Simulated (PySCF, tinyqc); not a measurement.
Worked calculation: CIS and TDHF on RHF in the sto-6g basis, for H4, spin multiplicity 1. The lowest restricted solution is unstable here: a spin-polarised one lies 0.0393 hartree lower (PySCF). Computed by tinyqc, a small Python program that keeps every step (integrals from PySCF). Settings: charge = 0, multiplicity = 1, basis = sto-6g, method = RHF, energy threshold = 1e-10, iteration cap = 68, orthogonalisation = symmetric, start = core, DIIS depth = 6, TDHF = 1. Command: `OMP_NUM_THREADS=1 python tinyqc.py 24149 24150 out.jsonl` (the two numbers bound the seeds that draw the settings). One thread of a shared host (Intel(R) Xeon(R) Processor @ 2.60GHz), about 0.06 s of CPU time with the checks. The early iterations of the SCF are left out here.

## One-electron integrals

Geometry (angstrom):
```
atom       x       y       z
H     0.0000  0.0000  0.0000
H     0.0000  0.0000  1.2120
H     0.0000  0.0000  2.1980
H     0.0000  0.0000  3.4100
```

Basis sto-6g: exponents (1/bohr^2) and contraction coefficients of normalised primitives:
```
element  l (shell)  exponent  coefficient
H            s (1)   35.5232       0.0092
H            s (1)    6.5131       0.0494
H            s (1)    1.8221       0.1685
H            s (1)    0.6260       0.3706
H            s (1)    0.2431       0.4165
H            s (1)    0.1001       0.1303
```

Overlap, kinetic and nuclear-attraction integrals over the contracted functions; the nuclear repulsion is the sum of Za Zb / Rab.

nuclear repulsion = 2.046612 hartree

overlap S:
```
        1H 1s   2H 1s   3H 1s   4H 1s
1H 1s  1.0000  0.3814  0.0869  0.0102
2H 1s  0.3814  1.0000  0.5050  0.0869
3H 1s  0.0869  0.5050  1.0000  0.3814
4H 1s  0.0102  0.0869  0.3814  1.0000
```

kinetic energy T (hartree):
```
         1H 1s    2H 1s    3H 1s    4H 1s
1H 1s   0.7685   0.0517  -0.0120  -0.0032
2H 1s   0.0517   0.7685   0.1168  -0.0120
3H 1s  -0.0120   0.1168   0.7685   0.0517
4H 1s  -0.0032  -0.0120   0.0517   0.7685
```

nuclear attraction V (hartree):
```
         1H 1s    2H 1s    3H 1s    4H 1s
1H 1s  -2.0663  -0.7588  -0.1684  -0.0183
2H 1s  -0.7588  -2.4304  -1.1324  -0.1684
3H 1s  -0.1684  -1.1324  -2.4304  -0.7588
4H 1s  -0.0183  -0.1684  -0.7588  -2.0663
```

core Hamiltonian H = T + V (hartree):
```
         1H 1s    2H 1s    3H 1s    4H 1s
1H 1s  -1.2978  -0.7071  -0.1804  -0.0215
2H 1s  -0.7071  -1.6618  -1.0156  -0.1804
3H 1s  -0.1804  -1.0156  -1.6618  -0.7071
4H 1s  -0.0215  -0.1804  -0.7071  -1.2978
```

## Two-electron integrals

Functions are numbered as in S; the eight-fold symmetry (ij|kl) = (ji|kl) = (kl|ij) leaves the list below.

Two-electron integrals (ij|kl) in chemists' order, unique and non-zero (hartree):
```
(11|11) 0.7750     (21|11) 0.2227     (21|21) 0.0884     (22|11) 0.4146
(22|21) 0.2227     (22|22) 0.7750     (31|11) 0.0383     (31|21) 0.0169
(31|22) 0.0494     (31|31) 0.0037     (32|11) 0.1569     (32|21) 0.0849
(32|22) 0.3160     (32|31) 0.0222     (32|32) 0.1638     (33|11) 0.2403
(33|21) 0.1269     (33|22) 0.4826     (33|31) 0.0383     (33|32) 0.3160
(33|33) 0.7750     (41|11) 0.0034     (41|21) 0.0016     (41|22) 0.0048
(41|31) 3.68e-04   (41|32) 0.0024     (41|33) 0.0048     (41|41) 4.13e-05
(42|11) 0.0207     (42|21) 0.0107     (42|22) 0.0383     (42|31) 0.0029
(42|32) 0.0222     (42|33) 0.0494     (42|41) 3.68e-04   (42|42) 0.0037
(43|11) 0.0726     (43|21) 0.0359     (43|22) 0.1269     (43|31) 0.0107
(43|32) 0.0849     (43|33) 0.2227     (43|41) 0.0016     (43|42) 0.0169
(43|43) 0.0884     (44|11) 0.1552     (44|21) 0.0726     (44|22) 0.2403
(44|31) 0.0207     (44|32) 0.1569     (44|33) 0.4146     (44|41) 0.0034
(44|42) 0.0383     (44|43) 0.2227     (44|44) 0.7750
```

## Orthogonalisation

S = U s U^T; symmetric (Loewdin) form X = U s^(-1/2) U^T, so that X^T S X = 1.

eigenvalues of S: 0.3578  0.7280  1.1270  1.7872

X:
```
         1H 1s    2H 1s    3H 1s    4H 1s
1H 1s   1.0656  -0.2335   0.0460  -0.0066
2H 1s  -0.2335   1.2013  -0.3403   0.0460
3H 1s   0.0460  -0.3403   1.2013  -0.2335
4H 1s  -0.0066   0.0460  -0.2335   1.0656
```

## Iteration 9 (converged): orbitals

converged F (hartree):
```
         1H 1s    2H 1s    3H 1s    4H 1s
1H 1s  -0.1903  -0.3867  -0.1237   0.0178
2H 1s  -0.3867  -0.3144  -0.4178  -0.1237
3H 1s  -0.1237  -0.4178  -0.3144  -0.3867
4H 1s   0.0178  -0.1237  -0.3867  -0.1903
```

Diagonalise F' = X^T F X, C = X C', fill 2 alpha and 2 beta electrons from the bottom; D = 2 C_occ C_occ^T. Each column has its largest component positive (the first on a tie).

F' = X^T F X (hartree):
```
         1        2        3        4
1  -0.0450  -0.3842   0.0533   0.0285
2  -0.3842   0.0360  -0.4201   0.0533
3   0.0533  -0.4201   0.0360  -0.3842
4   0.0285   0.0533  -0.3842  -0.0450
```

orbital energies (hartree): MO1 -0.5789, MO2 -0.3201, MO3 0.1782, MO4 0.7027

coefficients C:
```
          MO1      MO2      MO3      MO4
1H 1s  0.2655   0.5634   0.7127  -0.5444
2H 1s  0.4575   0.3631  -0.4230   1.0467
3H 1s  0.4575  -0.3631  -0.4230  -1.0467
4H 1s  0.2655  -0.5634   0.7127   0.5444
```

D after iteration 9:
```
         1H 1s    2H 1s    3H 1s    4H 1s
1H 1s   0.7760   0.6521  -0.1662  -0.4939
2H 1s   0.6521   0.6823   0.1549  -0.1662
3H 1s  -0.1662   0.1549   0.6823   0.6521
4H 1s  -0.4939  -0.1662   0.6521   0.7760
```

## Convergence

Stop when the energy changes by less than 1e-10 hartree and every element of the error matrix X^T (F D S - S D F) X is below 3e-06.

Course of the cycle:
```
iteration  E (hartree)     change  largest element of the error matrix
1            -1.743885          -                             4.66e-01
2            -1.998693  -2.55e-01                             5.79e-02
3            -2.002137  -3.44e-03                             6.17e-04
4            -2.002138  -6.23e-07                             1.98e-04
5            -2.002138  -4.09e-08                             1.26e-04
6            -2.002138  -1.18e-08                             9.50e-05
7            -2.002138  -5.20e-09                             7.78e-05
8            -2.002138  -1.05e-08                             1.68e-07
9            -2.002138  -5.06e-14                             5.95e-10
```

PySCF RHF in the same basis = -2.002138 hartree

Converged in 9 iterations.

## Integrals over molecular orbitals

(pq|rs) = sum C_ip C_jq C_kr C_ls (ij|kl), one index at a time.

one-electron integrals over orbitals h = C^T H C (hartree):
```
         1        2        3        4
1  -1.7380   0.0000   0.1576   0.0000
2   0.0000  -1.4118   0.0000  -0.1212
3   0.1576   0.0000  -1.2281   0.0000
4   0.0000  -0.1212   0.0000  -0.9722
```

Two-electron integrals over orbitals (pq|rs), unique and non-zero (hartree):
```
(11|11) 0.4961    (21|21) 0.1331    (22|11) 0.3981    (22|22) 0.4286
(31|11) -0.0945   (31|22) 0.0206    (31|31) 0.1042    (32|21) 0.1044
(32|32) 0.1639    (33|11) 0.4104    (33|22) 0.4267    (33|31) 0.0074
(33|33) 0.4419    (41|21) 0.0505    (41|32) -0.0449   (41|41) 0.1088
(42|11) 0.0919    (42|22) -0.0120   (42|31) -0.0951   (42|33) -0.0134
(42|42) 0.1004    (43|21) -0.1295   (43|32) -0.1073   (43|41) -0.0492
(43|43) 0.1400    (44|11) 0.5183    (44|22) 0.4238    (44|31) -0.0965
(44|33) 0.4381    (44|42) 0.0998    (44|44) 0.5694
```

## CIS matrix, singlets

A(ia,jb) = (e_a - e_i) d_ij d_ab + 2 (ia|jb) - (ij|ab).

CIS matrix A, singlet (hartree):
```
         1>3     1>4     2>3      2>4
1>3   0.5549  0.0000  0.0000  -0.0607
1>4   0.0000  0.9809  0.0397   0.0000
2>3   0.0000  0.0397  0.3993   0.0000
2>4  -0.0607  0.0000  0.0000   0.7998
```

## CIS singlet states

dipole integrals <i|r|a> (bohr):
```
          x       y        z
1>3  0.0000  0.0000   0.0000
1>4  0.0000  0.0000   0.0984
2>3  0.0000  0.0000  -2.2348
2>4  0.0000  0.0000   0.0000
```

Diagonalise A (1 hartree = 27.211386 eV); each vector has its largest component positive (the first on a tie). The transition dipole is mu = sqrt2 sum c_ia <i|r|a>.

singlet excitation energies (eV): 10.7928  14.7141  22.1515  26.7657

lowest vectors:
```
     state 1  state 2  state 3  state 4
1>3   0.0000   0.9737  -0.2280   0.0000
1>4  -0.0679   0.0000   0.0000   0.9977
2>3   0.9977   0.0000   0.0000   0.0679
2>4   0.0000   0.2280   0.9737   0.0000
```

oscillator strengths 2/3 w |mu|^2: 2.6448  0.0000  0.0000  0.0038

## TDHF (RPA) singlet states

B(ia,jb) = 2 (ia|jb) - (ib|ja); the squared energies are the eigenvalues of (A - B)(A + B); 1 hartree = 27.211386 eV.

TDHF matrix B, singlet (hartree):
```
         1>3     1>4     2>3      2>4
1>3   0.1042  0.0000  0.0000  -0.1453
1>4   0.0000  0.1088  0.0054   0.0000
2>3   0.0000  0.0054  0.1639   0.0000
2>4  -0.1453  0.0000  0.0000   0.1004
```

squared energies w^2 (hartree^2): 0.1307  0.2753  0.6166  0.9553

TDHF energies from the positive w^2 (eV): 9.8382  14.2780  21.3675  26.5969

## CIS matrix, triplets

A(ia,jb) = (e_a - e_i) d_ij d_ab - (ij|ab).

CIS matrix A, triplet (hartree):
```
        1>3     1>4     2>3     2>4
1>3  0.3466  0.0000  0.0000  0.1295
1>4  0.0000  0.7633  0.1295  0.0000
2>3  0.0000  0.1295  0.0715  0.0000
2>4  0.1295  0.0000  0.0000  0.5989
```

## CIS triplet states

Diagonalise A (1 hartree = 27.211386 eV); each vector has its largest component positive (the first on a tie).

triplet excitation energies (eV): 1.3091  7.9459  17.7841  21.4069

lowest vectors:
```
     state 1  state 2  state 3  state 4
1>3   0.0000   0.9214   0.3886   0.0000
1>4  -0.1781   0.0000   0.0000   0.9840
2>3   0.9840   0.0000   0.0000   0.1781
2>4   0.0000  -0.3886   0.9214   0.0000
```

## TDHF (RPA) triplet states

B(ia,jb) = - (ib|ja); the squared energies are the eigenvalues of (A - B)(A + B); 1 hartree = 27.211386 eV.

TDHF matrix B, triplet (hartree):
```
         1>3      1>4      2>3      2>4
1>3  -0.1042   0.0000   0.0000   0.0449
1>4   0.0000  -0.1088   0.0951   0.0000
2>3   0.0000   0.0951  -0.1639   0.0000
2>4   0.0449   0.0000   0.0000  -0.1004
```

squared energies w^2 (hartree^2): -0.0376  0.0662  0.4213  0.6020

TDHF energies from the positive w^2 (eV): 6.9998  17.6615  21.1129

A + B or A - B has a negative eigenvalue: the restricted solution is unstable towards a spin-polarised one, a negative w^2 means an imaginary energy, and the lowest roots have no physical meaning.
